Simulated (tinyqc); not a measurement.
Worked calculation: plane-wave Kohn-Sham cycle with exchange-only LDA in a layered model solid. One step of it, computed by the program tinyqc.

Problem. Iteration 1: levels at that k. Diagonalise the Hermitian matrix.

H (hartree):
```
           -2         -1         +0         +1         +2
-2   0.905427  -0.130000   0.000000   0.000000   0.000000
-1  -0.130000   0.045830  -0.130000   0.000000   0.000000
+0   0.000000  -0.130000  -0.240702  -0.130000   0.000000
+1   0.000000   0.000000  -0.130000   0.045830  -0.130000
+2   0.000000   0.000000   0.000000  -0.130000   0.905427
```

Give: eigenvalues.

Solution.

eigenvalues (hartree): -0.3332  0.0266  0.1185  0.9247  0.9253
